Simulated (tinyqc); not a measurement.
Inside a calculation. Model: strain, valley repopulation and piezoresistance in a many-valley conduction band. Computed by tinyqc, a small Python program that keeps every step. Command: `OMP_NUM_THREADS=1 python tinyqc.py 3027417 3027418 out.jsonl valleys walk`. One thread of a shared host (Intel(R) Xeon(R) Processor @ 2.30GHz), about 0.04 s of CPU time with the checks. Intermediate numbers are printed to about 5 digits and carried at full precision; extremes and crossings named in words are read from the listed rows.

Valleys are ellipsoids with mass m_l along the axis a and m_t across it, parabolic, with one constant relaxation time; strain shifts the valleys and leaves the masses alone. Currents are taken along [111], along the load, and along [1-10], across the load.

Inputs (values chosen for the exercise, modelled on germanium):
```
quantity                               value    unit
longitudinal mass m_l                   1.58     m_0
transverse mass m_t                   0.0797     m_0
shear deformation potential Xi_u        15.9      eV
dilation deformation potential Xi_d     -4.5      eV
C11                                      127     GPa
C12                                     48.1     GPa
C44                                     66.4     GPa
stress X (tension positive)              150     MPa
electron density n                   7.4e+18  1/cm^3
relaxation time tau                       78      fs
temperature T                            100       K
```

Valley axes: <111> (4 valleys). Load: uniaxial [111].

Constants: k_B = 8.617333262e-05 eV/K; m_0 = 9.1093837015e-31 kg; k_B = 1.380649e-23 J/K; hbar = 1.054571817e-34 J s; e = 1.602176634e-19 C.

## Strain

Compliances S11 = (C11 + C12)/((C11 - C12)(C11 + 2 C12)), S12 = -C12/((C11 - C12)(C11 + 2 C12)), S44 = 1/C44; stress sigma_ij = X n_i n_j for the unit vector n of the load; e_xx = S11 sigma_xx + S12 (sigma_yy + sigma_zz), e_xy = S44 sigma_xy/2 (tensor strain).

strain tensor (%):
```
          x         y         z
x  0.022401  0.037651  0.037651
y  0.037651  0.022401  0.037651
z  0.037651  0.037651  0.022401
```

## Valley shifts

Herring-Vogt shift of a valley with unit axis a: dE = Xi_d tr(e) + Xi_u a.e.a.

shifts dE (meV): [111] 12.511, [-111] -3.453, [1-11] -3.453, [11-1] -3.453

splitting (highest minus lowest) = 15.964 meV

Lowest: [-111], [1-11], [11-1]; the splitting is 1.85 k_B T.

## Populations

Each of the 4 valleys holds n_v = N_v (2/sqrt(pi)) F_1/2((E_F - dE_v)/(k_B T)), N_v = 2 (m_d k_B T/(2 pi hbar^2))^(3/2), m_d = (m_l m_t^2)^(1/3); E_F solves sum n_v = n and is counted from the unstrained edge. F_j(eta) = int_0^infinity x^j/(1 + exp(x - eta)) dx, without a gamma-function factor. It is evaluated after integrating by parts. Integrals over x = E/(k_B T) use 160 Gauss-Legendre points in u = sqrt(x) from 0 to sqrt(max(eta, 0) + 32).

Fermi level E_F = 22.529 meV

share of the electrons: [111] 0.11432, [-111] 0.29523, [1-11] 0.29523, [11-1] 0.29523

## Mobility tensor and resistance change

Mobility tensor mu = e tau sum_v (n_v/n) [1/m_t + (1/m_l - 1/m_t) a a^T]; unstrained mu_0 = e tau (1/m_l + 2/m_t)/3; resistivity along d from the inverse tensor, rho_d = d.mu^-1.d/(n e), mobility along d = 1/(d.mu^-1.d); gauge pi_d = (rho_d/rho_0 - 1)/X.

mobility tensor (cm^2/(V s)):
```
        x       y       z
x  1176.5    98.6    98.6
y    98.6  1176.5    98.6
z    98.6    98.6  1176.5
```

unstrained mobility mu_0 = 1176.5 cm^2/(V s)

mobility along the first direction = 1373.6 cm^2/(V s)

mobility along the second direction = 1077.9 cm^2/(V s)

resistance change along the first direction = -14.351 %

resistance change along the second direction = 9.1440 %

The mobility lies between e tau/m_l = 86.8 and e tau/m_t = 1720; the trace stays at 3 mu_0. Along the first direction the filled valleys present more of their light mass.

## Linear piezoresistance coefficients

With eta_0 the reduced Fermi level without strain, r = F_-1/2(eta_0)/(2 F_1/2(eta_0)) (1 for a classical gas) and c = r (Xi_u/k_B T) (m_l - m_t)/(2 m_l + m_t): pi44 = -c S44/3, pi11 = pi12 = 0.

eta_0 = 2.6282

degeneracy factor r = 0.44870

pi11 = 0 1e-11/Pa

pi12 = 0 1e-11/Pa

pi44 = -192.47 1e-11/Pa

Degeneracy lowers the coefficients to 45 % of the classical value.

## Full result against the linear law

Linear theory: pi_l = (pi11 + 2 pi12 + 2 pi44)/3, pi_t = (pi11 + 2 pi12 - pi44)/3.

Resistance changes (%); at 2000 MPa the strain is near or above 1 %, where band warping, left out here, matters:
```
X (MPa)  splitting (meV)  largest share  first direction   linear  second direction   linear
-2000             212.85        1.00000           1255.0   256.63           -31.652  -128.31
-1000             106.43        0.99871           1226.3   128.31           -31.615   -64.16
-400               42.57        0.71557            135.3    51.33           -22.328   -25.66
-150               15.96        0.41834             26.2    19.25            -9.415    -9.62
-50                 5.32        0.30360              7.1     6.42            -3.203    -3.21
50                  5.32        0.26667             -5.8    -6.42             3.187     3.21
150                15.96        0.29523            -14.4   -19.25             9.144     9.62
400                42.57        0.32941            -22.7   -51.33            17.247    25.66
1000              106.43        0.33333            -23.6  -128.31            18.254    64.16
2000              212.85        0.33333            -23.6  -256.63            18.254   128.31
```

Along the first direction the linear law holds within 10 % for 1 of the 10 stresses, at 50.0 MPa. At the largest compression the full change is +1255.0 % against the linear +256.6 %, at the largest tension -23.6 % against -256.6 %: once the splitting is comparable with k_B T (or E_F) the populations no longer follow it linearly, and the change must saturate when the upper valleys are empty.

Checks made by the program: trace of the tensor against 3 mu_0 (relative difference below 1e-10); linear coefficients against the full calculation at 0.01 MPa (relative difference 2e-05).
